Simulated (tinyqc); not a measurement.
Transmission around the level: tunnelling through a thin dielectric with one trap, as a tight-binding chain.

Hopping -t everywhere, t = c/(m a^2), c = hbar^2/2m0; lead sites at 2t (band bottom 0), barrier sites 1 to N at 2t + phi, and site j has U besides. No voltage. Leads give S = -t exp(ika) on sites 1 and N, cos(ka) = 1 - E/(2t). T = (2 t sin(ka))^2 |G_1N|^2, G = (E - H - S)^-1. In the barrier cosh(q a) = 1 + (phi - E)/(2t).

Resonance: the lowest eigenvalue of H + S(E), iterated until its real part equals E (40 rounds from Eb = phi + 2t - sqrt(4t^2 + U^2), the level in an endless barrier). With v the normalised squared amplitudes of that state, Gamma_L = 2 t sin(ka) v_1, Gamma_R = 2 t sin(ka) v_N; Breit-Wigner T = Gamma_L Gamma_R/((E - Er)^2 + (Gamma_L + Gamma_R)^2/4).

Constants: hbar^2/2m0 = 3.80998211 eV angstrom^2.

Parameters, chosen for this exercise (barrier and mass of the size used for Si3N4 on silicon; the results hold for these values, not for the real material): a = 2.5 angstrom (site spacing); m = 0.45 m0 (mass, the same in leads and barrier); phi = 2.21 eV (conduction edge of the barrier above that of the leads); N = 11 (barrier sites); j = 4 (site of the trap); U = -3.17 eV (extra energy on the trap site).

Er = 0.74895 eV

widths (meV): left 4.4518, right 0.0015332

Energies Er + x (Gamma_L + Gamma_R).

T:

| x | E (eV) | chain | Breit-Wigner | no trap |
|---|---|---|---|---|
| -8.0 | 0.7133 | 4.30e-06 | 5.36e-06 | 9.09e-10 |
| -3.0 | 0.7356 | 3.43e-05 | 3.72e-05 | 1.07e-09 |
| -1.0 | 0.7445 | 0.000269 | 0.000275 | 1.14e-09 |
| -0.5 | 0.7467 | 0.000680 | 0.000688 | 1.16e-09 |
| 0.0 | 0.7489 | 0.00138 | 0.00138 | 1.18e-09 |
| 0.5 | 0.7512 | 0.000699 | 0.000688 | 1.19e-09 |
| 1.0 | 0.7534 | 0.000284 | 0.000275 | 1.21e-09 |
| 3.0 | 0.7623 | 4.06e-05 | 3.72e-05 | 1.29e-09 |
| 8.0 | 0.7846 | 6.71e-06 | 5.36e-06 | 1.52e-09 |

At Er the chain gives 0.00138, 1.17e+06 times the value without trap, and Breit-Wigner 0.00138. In the wings the single pole gives 1.24 times the chain value at x = -8 and 0.798 times at x = 8, because the widths and the level shift change with energy.

tinyqc: `OMP_NUM_THREADS=1 python tinyqc.py 1481098 1481099 out.jsonl`; about 0.1 s, one thread, shared Intel(R) Xeon(R) Processor @ 2.30GHz.
